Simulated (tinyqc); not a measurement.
Incorporation against temperature: precursor delivery by bubblers, mass-transport growth and the solid composition of a III-V alloy. Computed by tinyqc, a small Python program. Command: `OMP_NUM_THREADS=1 python tinyqc.py 3029520 3029521 out.jsonl movpe_thermo walk`. One thread of a shared host (Intel(R) Xeon(R) Processor @ 2.30GHz), about 0.01 s of CPU time with the checks.

1 sccm = 44.615 micromol/min; 1 torr = 133.322 Pa. The sources decompose fully at the surface.

Inputs (values chosen for the exercise, modelled on triethylgallium (source 1) and trimethylindium (source 2) for the vapour pressures):
```
quantity,value,unit
bath temperature T1,290,K
bath temperature T2,305,K
bubbler pressure p_b,1000,torr
carrier flow F1,26,sccm
carrier flow F2,56,sccm
total flow F_t,6.1,slm
group-V flow F_V,250,sccm
reactor pressure p,76,torr
growth temperature T,1070,K
diffusivity at 273 K and 760 torr,0.35,cm^2/s
flow cross-section A,57,cm^2
distance from the leading edge z,3.3,cm
lattice constant a,5.51,angstrom
interaction L0 of the solid,12.3,kJ/mol
"log10 of p_B,eq over pure BC at 1000 K and 1 torr of group V (exaggerated: liquid indium has about -4.1)",-1.6,log10 torr
enthalpy of that equilibrium H,276,kJ/mol
```

Alloy: mixing on the group-III sites, with desorption of B.

constants a, b of source 1 (log10 torr, K): [8.064, 2162]

constants a, b of source 2 (log10 torr, K): [10.5, 3014]

Constants: k_B = 1.380649e-23 J/K; R = 8.314462618 J/(mol K).

Method:
- log10 p_v = a - b/T_bath; molar flow = F x 44.615 x p_v/(p_b - p_v) for a saturated bubbler.
- p_i = p n_i/(44615 F_t), F_t in slm; p_V = p F_V/(1000 F_t), counted per molecule supplied; V/III = 44.615 F_V/(n1 + n2); vapour fraction of source 2 = n2/(n1 + n2).
- Mean velocity u = (F_t/A)(760/p)(T/273); D = D0 (T/273)^1.75 (760/p); boundary layer delta = sqrt(pi D z/u); flux = D dp/(delta k_B T); growth rate = flux x a^3/4.
- A sticks fully. B desorbs: its surface pressure is p_B* = x gamma_B K/sqrt(p_V), ln gamma_B = L0 (1 - x)^2/(R T), K = 10^(log10 K at 1000 K) exp[-(H/R)(1/T - 1/1000)], p_V in torr. With equal diffusivities x = (p_2 - p_B*)/(p_1 + p_2 - p_B*). Growth rate = rate per torr x p_1/(1 - x).

p_2 = 0.00290744 torr

K/sqrt(p_V) = 0.124860 torr

p_V = 3.11475 torr

vapour fraction of source 2 = 0.687517

p_1 = 0.00132146 torr

At fixed flows:
```
T (K),K/sqrt(p_V) (torr),x,"share of B incorporated, 1 - p_B*/p_2"
818,8.8249e-06,0.68698,9.9751e-01
858,5.8525e-05,0.68396,9.8364e-01
895,2.8971e-04,0.66935,9.2009e-01
922,8.5837e-04,0.62836,7.6847e-01
954,2.8718e-03,0.40382,3.0786e-01
985,8.5851e-03,0.09407,4.7196e-02
1022,2.9082e-02,0.02495,1.1632e-02
1075,1.4424e-01,0.00515,2.3533e-03
```

x equals the vapour fraction 0.688 while gamma_B K/sqrt(p_V) is small against p_1 + p_2 = 0.0042 torr and falls once it is not. Between the last rows the apparent energy R d ln x/d(1/T) is 272 kJ/mol, against H = 276. Caution: the boundary layer is a quarter or more of the root of the cross-section, so it fills much of the channel and depletion along the flow matters.

Extremes, crossings and ranges named in words are read from the listed rows.
